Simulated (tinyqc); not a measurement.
From results back to parameters: overlap of hydrogenic dopants: pairs, impurity band and the Mott density. Four cases, with inputs chosen for the exercise.

Problem. Ry* = Ry m/eps^2, aB = a0 eps/m, and the Mott density is (0.26/aB)^3 (1/angstrom^3 = 1e24/cm^3). Binding energy and critical density come from a hidden mass and dielectric constant.

Constants: Ry = 13.60569312 eV; a0 (Bohr radius) = 0.5291772105 angstrom.

Case 1.

binding energy = 43.37725 meV
critical density = 5.999493e+18 1/cm^3

Case 2.

binding energy = 44.00620 meV
critical density = 5.790705e+18 1/cm^3

Case 3.

binding energy = 55.67214 meV
critical density = 7.416238e+18 1/cm^3

Case 4.

binding energy = 42.72757 meV
critical density = 5.300471e+18 1/cm^3

Find: aB; eps; m.

Solution. aB = 0.26/n^(1/3); the product Ry* aB = Ry a0/eps gives eps, and m = a0 eps/aB.

Case 1.

aB = 14.31 angstrom
eps = 11.60
m = 0.429 m0

Case 2.

aB = 14.48 angstrom
eps = 11.30
m = 0.413 m0

Case 3.

aB = 13.33 angstrom
eps = 9.70
m = 0.385 m0

Case 4.

aB = 14.91 angstrom
eps = 11.30
m = 0.401 m0

Computed by tinyqc, one run a case: `OMP_NUM_THREADS=1 python tinyqc.py N N+1 out.jsonl` with N = 1451671, 1451683, 1451685, 1451838; one thread of a shared Intel(R) Xeon(R) Processor @ 2.30GHz, about 0.01 s a run at most.
